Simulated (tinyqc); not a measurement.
Worked calculation: sp3 tight binding, zinc-blende lattice. One step of it, computed by the program tinyqc.

Problem. Bloch Hamiltonian at X. Slater-Koster rules over the four bonds with direction cosines (l, m, n): ss V_ss; s-px l V_sp; px-s -l V_sp; px-px l^2 V_pps + (1 - l^2) V_ppp; px-py l m (V_pps - V_ppp); each times exp(i k.d).

Parameters chosen for this model: zinc-blende lattice, anion at 0, cation at a/4 (1,1,1); V = eta hbar^2 / (m d^2), hbar^2/m = 7.619964 eV angstrom^2:
```
parameter,value,unit
a,3.750000,angstrom
d,1.623798,angstrom
Es anion,-16.520000,eV
Ep anion,-8.130000,eV
Es cation,-13.940000,eV
Ep cation,-6.790000,eV
eta ss,-1.320000,
eta sp,1.420000,
eta pp sigma,2.220000,
eta pp pi,-0.630000,
V ss,-3.814723,eV
V sp,4.103718,eV
V pp sigma,6.415671,eV
V pp pi,-1.820663,eV
```

k point X (2 pi / a): 1  0  0

Give: H(k) at X.

Solution.

H(k) at X (eV), lower triangle (Hermitian):
```
,a s,a px,a py,a pz,c s,c px,c py,c pz
a s,-16.5200
a px,0.0000,-8.1300
a py,0.0000,0.0000,-8.1300
a pz,0.0000,0.0000,0.0000,-8.1300
c s,0.0000,0.0000+9.4771i,0.0000,0.0000,-13.9400
c px,0.0000-9.4771i,0.0000,0.0000,0.0000,0.0000,-6.7900
c py,0.0000,0.0000,0.0000,0.0000-10.9818i,0.0000,0.0000,-6.7900
c pz,0.0000,0.0000,0.0000-10.9818i,0.0000,0.0000,0.0000,0.0000,-6.7900
```
